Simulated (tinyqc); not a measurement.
Minority-electron transport through the base of a bipolar transistor (Moll-Ross and Kroemer integrals): one step, computed by the program tinyqc. Command: `OMP_NUM_THREADS=1 python tinyqc.py 3030660 3030661 out.jsonl base walk`. One thread of a shared host (Intel(R) Xeon(R) Processor @ 2.30GHz), about 0.01 s of CPU time with the checks.

Low injection, one dimension, x from the emitter edge (0) to the collector edge (W), s = x/W. Recombination is treated as a small correction (valid for tau_B well below tau_n), computed from the stored charge.

Question. Profile and built-in field. N(x) = N_0; n_i(x)^2 = n_i^2 exp(s dE_g/k_B T); D(x) = (k_B T/e) mu, mu = mu_min + (mu_max - mu_min)/(1 + (N/N_ref)^0.7). Field that drives electrons towards the collector, averaged over the base: (k_B T/e) ln[N_0 n_i(W)^2/(N(W) n_i^2)]/W.

Inputs (values chosen for the exercise, modelled on InP):

| quantity | value | unit |
|---|---|---|
| base doping at the emitter edge N_0 | 6.8e+17 | 1/cm^3 |
| base width W | 26 | nm |
| mu_min | 710 | cm^2/(V s) |
| mu_max | 4620 | cm^2/(V s) |
| N_ref | 2.9e+17 | 1/cm^3 |
| temperature T | 300 | K |
| gap narrowing across the base dE_g | 23 | meV |

Base doping profile: uniform. Gap grading: linear. Exit of the base: infinite sink.

Constants: k_B = 8.617333262e-05 eV/K.

Give: Across the base; drift factor eta (potential drop in k_B T/e); mean built-in field.

Answer.

Across the base:

| s | N (1/cm^3) | n_i(x)^2/n_i^2 | D (cm^2/s) | y (s/cm^5) |
|---|---|---|---|---|
| 0.0 | 6.80e+17 | 1.000 | 54.25 | 1.253e+16 |
| 0.2 | 6.80e+17 | 1.195 | 54.25 | 1.049e+16 |
| 0.4 | 6.80e+17 | 1.427 | 54.25 | 8.781e+15 |
| 0.6 | 6.80e+17 | 1.705 | 54.25 | 7.350e+15 |
| 0.8 | 6.80e+17 | 2.038 | 54.25 | 6.152e+15 |
| 1.0 | 6.80e+17 | 2.434 | 54.25 | 5.149e+15 |

drift factor eta (potential drop in k_B T/e) = 0.8897

mean built-in field = 8.846 kV/cm
